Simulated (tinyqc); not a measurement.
## Tunnelling through a two-layer gate stack, WKB transmission and Tsu-Esaki current: effect of temperature

Electrons leave the emitter at x = 0. Energies E (motion across the layers) are in eV from the emitter Fermi level; the collector Fermi level lies at -V and offers states at every E. No charge in the dielectric and no image force: F1 = V/(t1 + t2 eps1/eps2), F2 = F1 eps1/eps2; U = phi1 - F1 x in layer 1 and phi2 - F1 t1 - F2 (x - t1) in layer 2. With C = hbar^2/(2 m0), kappa = sqrt(m (U - E)/C) where U > E and 0 elsewhere; T(E) = exp(-S), S = 2 times the integral of kappa over x.

Each layer adds (2/F) sqrt(m/C) [G(u at its left edge) - G(u at its right edge)] to S, with u = U - E (0 where negative) and G(u) = (2/3) u^1.5. J = J0 times the integral of T(E) N(E) dE, N = ln[(1 + exp(-E/Vt))/(1 + exp((-E - V)/Vt))], J0 = q^2 me m0 kB T/(2 pi^2 hbar^3) (times 1e-4 for A/cm^2 per eV), from E = -Ef to far above the barrier (T = 1 there), by quadrature converged to the digits shown.

Values chosen for this exercise; layer 1 close to aluminium oxide, layer 2 close to hafnium oxide: Fermi energy of the emitter above its band bottom Ef = 4.5 eV; emitter mass in the supply function me = 1 m0; barrier of layer 1 above the emitter Fermi level at zero bias phi1 = 2.49 eV; tunnelling mass of layer 1 m1 = 0.38 m0; thickness of layer 1 t1 = 0.6 nm; relative permittivity of layer 1 eps1 = 9.19; barrier of layer 2 at zero bias phi2 = 1.49 eV; tunnelling mass of layer 2 m2 = 0.2 m0; thickness of layer 2 t2 = 3.3 nm; relative permittivity of layer 2 eps2 = 21.2; voltage across the dielectric V = 0.6 V.

Constants: q = 1.602176634e-19 C, kB = 1.380649e-23 J/K, hbar = 1.054571817e-34 J s, m0 = 9.1093837015e-31 kg, Vt = kB T/q, hbar^2/(2 m0) = 0.0380998212 eV nm^2. Results are converted to the units shown.

Result of one run:
```
T (K)	J (A/cm^2)	mean E of the current (eV)
400	0.1082	-0.2278
```

What becomes of these results when the temperature T is changed from 400 to 50 K, all else the same?

Result of the changed run:
```
T (K)	J (A/cm^2)	mean E of the current (eV)
50	0.09549	-0.2626
```

The whole series:
```
T (K)	J (A/cm^2)	mean E of the current (eV)
50	0.09549	-0.2626
100	0.09604	-0.2610
200	0.09828	-0.2548
300	0.1022	-0.2439
400	0.1082	-0.2278
500	0.1170	-0.2050
600	0.1300	-0.1705
750	0.1840	0.05077
```

Between 50 and 300 K the current changes by a factor of 1.07, and between 300 and 750 K by 1.80; the mean energy of the current rises from -0.263 to 0.0508 eV. The transmission grows by a factor e over d = 0.118 eV near E = 0, equal to kB T/q at 1370 K: far below that temperature the thermal tail adds little. In every row a layer is thinner than 0.8 nm, a few atomic planes, where an effective mass is a rough description.

Numbers from tinyqc (`OMP_NUM_THREADS=1 python tinyqc.py 2540136 2540137 out.jsonl`; about 0.03 s on one thread of a shared Intel Xeon 2.30GHz).
